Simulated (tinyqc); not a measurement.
Straight dislocations in isotropic elasticity: fields, energies, partials, Peierls stress and walls: one step, computed by the program tinyqc.

The line runs along z, the glide plane is y = 0, and beta is the angle between b and the line (0 screw, 90 degrees edge): b_e = b sin(beta) along +x with the extra half plane at y > 0, b_s = b cos(beta). Stress is positive in tension.

Task: Line energy and line tension. Energy factor K = G [cos^2(beta) + sin^2(beta)/(1 - nu)]. E = K b^2/(4 pi) ln(R/r0) with R = 1/(2 sqrt(rho)); tension T = E + d^2E/d(beta)^2 = G b^2 [1 + nu - 3 nu sin^2(beta)]/(4 pi (1 - nu)) ln(R/r0). The core energy is taken into r0.

Inputs (values chosen for the exercise, for a model fcc or diamond crystal): shear modulus G = 77.9 GPa; Poisson ratio nu = 0.319; Burgers vector b = 2.344 angstrom; dislocation density rho = 3.4e+11 1/m^2; core radius r0/b = 0.5.

Character: 30-degree.

Constants: 1 eV/angstrom^3 = 160.2176634 GPa.

Give: energy factor K; ln(R/r0); line energy E; line tension T; stored energy rho E.

Result:

energy factor K = 87.02 GPa

ln(R/r0) = 8.898

line energy E = 21.13 eV/nm

line tension T = 29.99 eV/nm

stored energy rho E = 1.151 kJ/m^3

T/E = 1.42: bowing turns parts of the line towards the costlier edge character, so it is stiff.
